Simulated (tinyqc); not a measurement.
Read current of a NAND string, cells in series solved by shooting: one step of the calculation.

Cells in series, numbered from 0 at the source line (0 V) to the bit line, each followed by a gap resistance Rg. A cell with gate Vg, threshold VT, source Vs and drain Vd passes I = 2 nf K Vt^2 [F(Vs) - F(Vd)]/(1 + th max(Vg - VT, 0)), F(V) = ln^2(1 + exp((Vg - VT - nf V)/(2 nf Vt))). The selected cell has Vg = Vr, the others Vg = Vp.

Task. Node voltages for a trial current. For a trial current I start at 0 V and, cell by cell (the selected one is cell 3), solve for the drain: sqrt(F(Vd)) = sqrt(F(Vs) - I/k), k = 2 nf K Vt^2/(1 + th max(Vg - VT, 0)), Vd = [Vg - VT - 2 nf Vt ln(exp(sqrt F) - 1)]/nf, then add I Rg.

Parameters, values chosen for the exercise; values of the order met in vertical NAND strings: temperature T = 358 K; gain factor of a cell K = 16 uA/V^2; slope factor nf = 2.2; mobility reduction factor th = 0.19 1/V; resistance of the gap between cells Rg = 26 kohm; bit-line voltage Vbl = 0.4 V; pass voltage Vp = 7.4 V; read voltage on the selected word line Vr = 2.13 V.

Constants: q = 1.602176634e-19 C, kB = 1.380649e-23 J/K, Vt = kB T/q. Results are converted to the units shown.

first trial current = 0.72 uA
thresholds from the source end, cell 0 to 4 (V): -1.7  3.7  3.7  0.5  -1.7

Give: node voltage after each cell and gap, trial 1.

Result.

node voltage after each cell and gap, trial 1, cell 0 to 4 (V): 0.032237  0.072211  0.11272  0.17564  0.20848

Program tinyqc, `OMP_NUM_THREADS=1 python tinyqc.py 2142084 2142085 out.jsonl`; Intel Xeon 2.30GHz, shared host, one thread, about 0.6 s.
